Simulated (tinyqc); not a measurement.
Worked calculation: Pariser-Parr-Pople SCF with singles CI, for the molecule [CH2+]c1ccccc1 (SMILES; centres numbered as the heavy atoms are written). One step of it, computed by the program tinyqc.

Task: Singles CI, singlets. Over the 6 single excitations with the smallest orbital gaps: A = (e_a - e_i) delta + 2 (ia|jb) - (ij|ab), with (pq|rs) = sum c_mp c_mq gamma_mn c_nr c_ns. f = 2/3 w |mu|^2 in atomic units, mu = sqrt2 sum c_ia sum_m c_mi c_ma R_m.

orbital energies (eV): -20.646591  -17.599118  -16.783240  -8.798139  -5.214982  -4.863897  -2.044386

coefficients:
```
         MO1        MO2        MO3        MO4        MO5        MO6        MO7
1C  0.312084  -0.381522   0.000000   0.724787   0.000000  -0.452189   0.165082
2C  0.584181  -0.467408   0.000000  -0.071278   0.000000   0.550705  -0.363188
3C  0.390792  -0.003811   0.506852  -0.392197  -0.493053  -0.215790   0.383254
4C  0.303171   0.407651   0.493053   0.023597   0.506852  -0.251050  -0.422286
5C  0.268466   0.550983   0.000000   0.401063   0.000000   0.522558   0.436378
6C  0.303171   0.407651  -0.493053   0.023597  -0.506852  -0.251050  -0.422286
7C  0.390792  -0.003811  -0.506852  -0.392197   0.493053  -0.215790   0.383254
```

repulsion gamma_rs (eV):
```
           1C         2C         3C         4C         5C         6C         7C
1C  11.130000   7.553862   5.239602   3.670230   3.276555   3.670230   5.239602
2C   7.553862  11.130000   7.554960   5.239602   4.668463   5.239602   7.554960
3C   5.239602   7.554960  11.130000   7.553862   5.239602   4.669500   5.240702
4C   3.670230   5.239602   7.553862  11.130000   7.554960   5.240702   4.669500
5C   3.276555   4.668463   5.239602   7.554960  11.130000   7.554960   5.239602
6C   3.670230   5.239602   4.669500   5.240702   7.554960  11.130000   7.553862
7C   5.239602   7.554960   5.240702   4.669500   5.239602   7.553862  11.130000
```

Centres (angstrom, eV; a flat drawing with bonds scaled to 1.40 angstrom):
```
centre          x          y  core charge z          W   gamma_rr
1C       2.400000   0.000000              1  11.160000  11.130000
2C       1.000000   0.000000              1  11.160000  11.130000
3C       0.300000   1.212000              1  11.160000  11.130000
4C      -1.100000   1.212000              1  11.160000  11.130000
5C      -1.800000   0.000000              1  11.160000  11.130000
6C      -1.100000  -1.212000              1  11.160000  11.130000
7C       0.300000  -1.212000              1  11.160000  11.130000
```

Give: singlet CI matrix; singlet excitation energies; oscillator strengths.

Result:

singlet CI matrix (eV):
```
         3>4     2>4     3>5     1>4      3>6      2>5
3>4   3.2418  0.0000  0.0000  0.0000   0.0025  -0.6738
2>4   0.0000  4.7763  0.6538  0.4048   0.0000   0.0000
3>5   0.0000  0.6538  6.4926  0.0032   0.0000   0.0000
1>4   0.0000  0.4048  0.0032  6.6022   0.0000   0.0000
3>6   0.0025  0.0000  0.0000  0.0000   6.7053  -0.6919
2>5  -0.6738  0.0000  0.0000  0.0000  -0.6919   7.0255
```

singlet excitation energies (eV): 3.1215  4.4862  6.2101  6.5604  6.8245  7.6409

oscillator strengths: 0.0774  0.5066  0.0120  0.5411  0.6112  0.8395
